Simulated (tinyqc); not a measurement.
Pariser-Parr-Pople SCF with singles CI, for the molecule c1ccc2ccccc2c1 (SMILES; centres numbered as the heavy atoms are written), step by step. One step of it, computed by the program tinyqc.

Question. Iteration 2: orbitals and new P. Diagonalise F (the basis is taken as orthonormal) and form P = 2 sum c c over the lowest orbitals.

F (eV):
```
            1C         2C         3C         4C         5C         6C         7C         8C
1C   -5.595000  -4.060457   0.000000   0.433088   0.000000  -0.166660   0.000000   0.231138
2C   -4.060457  -5.595000  -4.430028   0.000000   0.231138   0.000000  -0.166660   0.000000
3C    0.000000  -4.430028  -5.595000  -3.931265   0.000000   0.231138   0.000000  -0.126962
4C    0.433088   0.000000  -3.931265  -5.595000  -3.931265   0.000000   0.433088   0.000000
5C    0.000000   0.231138   0.000000  -3.931265  -5.595000  -4.430028   0.000000   0.633387
6C   -0.166660   0.000000   0.231138   0.000000  -4.430028  -5.595000  -4.060457   0.000000
7C    0.000000  -0.166660   0.000000   0.433088   0.000000  -4.060457  -5.595000  -4.430028
8C    0.231138   0.000000  -0.126962   0.000000   0.633387   0.000000  -4.430028  -5.595000
9C    0.000000   0.433088   0.000000  -3.886996   0.000000   0.433088   0.000000  -3.931265
10C  -4.430028   0.000000   0.633387   0.000000  -0.126962   0.000000   0.231138   0.000000

            9C        10C
1C    0.000000  -4.430028
2C    0.433088   0.000000
3C    0.000000   0.633387
4C   -3.886996   0.000000
5C    0.000000  -0.126962
6C    0.433088   0.000000
7C    0.000000   0.231138
8C   -3.931265   0.000000
9C   -5.595000  -3.931265
10C  -3.931265  -5.595000
```

pi electrons, sum of z_r less the charge = 10

Give: orbital energies; P after iteration 2.

Answer.

orbital energies (eV): [-14.2911, -12.3715, -11.3761, -10.2877, -9.2381, -1.9519, -0.9023, 0.1861, 1.1815, 3.1011]

P after iteration 2:
```
          1C       2C       3C       4C       5C       6C       7C       8C
1C    1.0000   0.5909   0.0000  -0.2479   0.0000   0.1442   0.0000  -0.1572
2C    0.5909   1.0000   0.7375   0.0000  -0.1572   0.0000   0.1442   0.0000
3C    0.0000   0.7375   1.0000   0.5429   0.0000  -0.1572   0.0000   0.0877
4C   -0.2479   0.0000   0.5429   1.0000   0.5429   0.0000  -0.2479   0.0000
5C    0.0000  -0.1572   0.0000   0.5429   1.0000   0.7375   0.0000  -0.3590
6C    0.1442   0.0000  -0.1572   0.0000   0.7375   1.0000   0.5909   0.0000
7C    0.0000   0.1442   0.0000  -0.2479   0.0000   0.5909   1.0000   0.7375
8C   -0.1572   0.0000   0.0877   0.0000  -0.3590   0.0000   0.7375   1.0000
9C    0.0000  -0.2479   0.0000   0.5363   0.0000  -0.2479   0.0000   0.5429
10C   0.7375   0.0000  -0.3590   0.0000   0.0877   0.0000  -0.1572   0.0000

          9C      10C
1C    0.0000   0.7375
2C   -0.2479   0.0000
3C    0.0000  -0.3590
4C    0.5363   0.0000
5C    0.0000   0.0877
6C   -0.2479   0.0000
7C    0.0000  -0.1572
8C    0.5429   0.0000
9C    1.0000   0.5429
10C   0.5429   1.0000
```
